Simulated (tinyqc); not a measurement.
Inside a calculation. Model: off-state leakage of single and stacked transistors.

Computed by the program tinyqc: `OMP_NUM_THREADS=1 python tinyqc.py 2242143 2242144 out.jsonl`, one thread of a shared Intel Xeon 2.30GHz, about 0.03 s for the whole run. Printed values are rounded.

n-channel devices of unit width. Subthreshold current I(Vg, Vs, Vd) = I0 (T/300 K)^0.5 exp[(Vg - Vs - VT(T) - gb (Vs - Vb) + dd (Vd - Vs))/(nf Vt)] (1 - exp(-(Vd - Vs)/Vt)), VT(T) = VT - cT (T - 300 K). Gate-edge tunnelling Ig (Vd/1 V) exp(ag (Vd - 1 V)), for a gate at 0 V, and band-to-band leakage Ab u exp(-Bb/u), u = Vd - Vb + 1 V, flow at a drain held at V; both are taken as independent of T. In a stack of off transistors (all gates at 0 V) the same subthreshold current passes through each.

Parameters, values chosen for the exercise; values of the order met in bulk silicon logic transistors: temperature T = 300 K; supply voltage V = 0.8 V; threshold at 300 K, zero drain and body bias VT = 0.44 V; fall of the threshold with temperature cT = 0.9 mV/K; current at threshold at 300 K I0 = 0.27 uA/um; slope factor nf = 1.19; drain-induced lowering per volt dd = 0.12; rise of the threshold per volt of source-body bias gb = 0.19; gate-edge tunnelling current at 1 V Ig = 1e-6 uA/um; exponential slope of the gate current ag = 3.4 1/V; prefactor of band-to-band leakage at the drain Ab = 2 uA/(um V); its exponential voltage Bb = 27 V; body voltage Vb = -0.6 V.

Constants: q = 1.602176634e-19 C, kB = 1.380649e-23 J/K, Vt = kB T/q. Results are converted to the units shown.

## Leakage of one transistor

Vg = Vs = 0, Vd = V; effective threshold VT(T) - gb Vb - dd V.

effective threshold = 0.458 V
parts (nA/um): subthreshold 9.24200e-5, gate edge 4.05294e-4, band-to-band 0.0624350
total = 0.0629327 nA/um
shares (%): subthreshold 0.146855, gate edge 0.644011, band-to-band 99.2091

The band-to-band part is the largest.

## Starting value

Vx = dd V/(1 + gb + 2 dd), the solution for Vx well above Vt, rounded to three decimals.

Vx at the start = 0.067 V

## Iteration 1: new Vx

Stack of two, Vx the node between them: I_low = I(0, 0, Vx), I_up = I(0, Vx, V), f = ln(I_up/I_low), f' = -(1 + gb + 2 dd)/(nf Vt) - 1/(Vt (exp(Vx/Vt) - 1)) - 1/(Vt (exp((V - Vx)/Vt) - 1)), Vx(new) = Vx - f/f'.

I_low = 4.90031e-6 nA/um
I_up = 5.32985e-6 nA/um
f = 0.0840235
f' = -49.6147 1/V
Vx after iteration 1 = 0.0686935 V

## Iteration 2: new Vx

As before.

I_low = 4.95811e-6 nA/um
I_up = 4.95902e-6 nA/um
f = 1.83108e-4
f' = -49.4011 1/V
Vx after iteration 2 = 0.0686972 V

## Iteration 3: new Vx

As before.

I_low = 4.95824e-6 nA/um
I_up = 4.95824e-6 nA/um
f = 8.33814e-10
f' = -49.4007 1/V
Vx after iteration 3 = 0.0686972 V

## Course of the iteration

Stop when the step is below 1e-11 V, or after 40 iterations.

Course of the iteration:
```
iteration  Vx before the step (V)  step (V)
1                           0.067   1.69e-3
2                       0.0686935   3.71e-6
3                       0.0686972  1.69e-11
4                       0.0686972   < 1e-15
```

Converged in 4 iterations. The subthreshold current of the stack is 4.958e-6 nA/um, 18.6 times less than that of one transistor (the drain leakage is unchanged); the estimate exp[dd V (1 + gb + dd)/((1 + gb + 2 dd) nf Vt)] gives 17.4.
